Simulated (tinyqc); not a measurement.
Raising the sheet density: Gamma, L and X subbands of a thin body with non-parabolic valleys.

Hard walls, flat band, c = hbar^2/2m0, energies from the bulk Gamma edge. For a valley at angle theta to the normal 1/m_z = cos^2/ml + sin^2/mt and m_d = sqrt(ml mt^2/m_z). Subband n starts at E_v + e with e (1 + a e) = c (n pi/t)^2/m_z, and its density-of-states mass is taken as m_d (1 + 2 a e), without further growth at higher in-plane energy. Groups are named by valley and degeneracy.

n_i = g m/(2 pi c) kB T ln(1 + exp((EF - E_i)/kB T)), sum n_i = Ns (1e12/cm^2 = 1e-4/angstrom^2), c = hbar^2/2m0. Quantum capacitance Cq = 1602.176634 sum g m/(2 pi c) f_i in microfarad/cm^2 with f_i = 1/(1 + exp((E_i - EF)/kB T)); Cox = 34.5313/eot (one gate); C/Cox = Cq/(Cq + Cox), the centroid term left out.

Constants: hbar^2/2m0 = 3.80998211 eV angstrom^2; kB = 8.617333262e-05 eV/K.

Values chosen for the exercise (near those of a thin Ge channel; shifted at random, so the results belong to these values and not to a real crystal):
- face = 100 (surface)
- mG = 0.0379 m0 (Gamma mass)
- aG = 1.02 1/eV (Gamma non-parabolicity)
- EL = -0.172 eV (L edge above Gamma)
- mL = (1.539, 0.085) m0 (L valleys (four, along <111>): ml, mt)
- EX = 0.014 eV (X edge above Gamma)
- mX = (0.876, 0.196) m0 (Delta valleys (six, along <100>): ml, mt)
- aS = 0.54 1/eV (non-parabolicity of L and X)
- t = 62 angstrom (body thickness)
- T = 300 K (temperature)
- eot = 13 angstrom (equivalent oxide thickness)
- Nl = (0.5, 1, 2, 4, 7, 11, 16) x 1e12/cm^2 (sheet densities)

Fixed thickness, n = 1 to 8 of all groups; the gate overdrive above the lowest edge is (EF - E_lowest)/e + 0.1602177 Ns/Cox in volts.

Results:

| Ns (1e12/cm^2) | EF - lowest (eV) | Gamma share (%) | Cq | C/Cox | overdrive (V) |
|---|---|---|---|---|---|
| 0.5 | -0.086 | 0.0 | 3.04 | 0.534 | -0.056 |
| 1.0 | -0.067 | 0.0 | 5.98 | 0.693 | -0.007 |
| 2.0 | -0.049 | 0.0 | 11.56 | 0.813 | 0.072 |
| 4.0 | -0.029 | 0.0 | 21.61 | 0.891 | 0.212 |
| 7.0 | -0.011 | 0.0 | 34.29 | 0.928 | 0.411 |
| 11.0 | 0.004 | 0.0 | 47.60 | 0.947 | 0.668 |
| 16.0 | 0.019 | 0.0 | 59.95 | 0.958 | 0.984 |

What does the comparison show?

The lowest subband is L4 n=1; the light Gamma level lies 308 meV above it, above that valley in the bulk already and lifted further by confinement. At the highest density band filling takes 0.019 V of the 0.984 V overdrive. Cq grows from 3.0 to 60.0 microfarad/cm^2 while EF moves from -0.086 to +0.019 eV against the lowest edge; the Gamma share stays near 0 %.

Run: tinyqc, `OMP_NUM_THREADS=1 python tinyqc.py 1280812 1280813 out.jsonl`; Intel(R) Xeon(R) Processor @ 2.30GHz, one thread, shared host; about 0.02 s of CPU time with all checks.
